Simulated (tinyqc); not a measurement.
Gap and screening length from two transmissions.

Problem. At the source junction of a tunnel FET, T(w) = exp(-S), S = 2 pi lam sqrt(m/(C Eg)) [w + Eg/2 - sqrt(w (w + Eg))], C = hbar^2/(2 m0). Find Eg (between 0.1 and 3 eV) and lam.

Inputs (values chosen for the exercise):

| symbol | value | unit | meaning |
|---|---|---|---|
| m | 0.028 | m0 | band-edge mass of the two-band model |

Constants: q = 1.602176634e-19 C, hbar = 1.054571817e-34 J s, m0 = 9.1093837015e-31 kg, hbar^2/(2 m0) = 0.0380998212 eV nm^2. Results are converted to the units shown.

T(w) at w = 0.04 and 0.32 eV: 0.034078111  0.30077178

Answer. The ratio of the two exponents depends on Eg alone and falls steadily with it, which fixes Eg; either exponent then gives lam.

ratio of the two S = 2.81
Eg = 0.352 eV
lam = 4.10 nm

Numbers from tinyqc (`OMP_NUM_THREADS=1 python tinyqc.py 2620130 2620131 out.jsonl`; about 0.01 s on one thread of a shared Intel Xeon 2.30GHz).
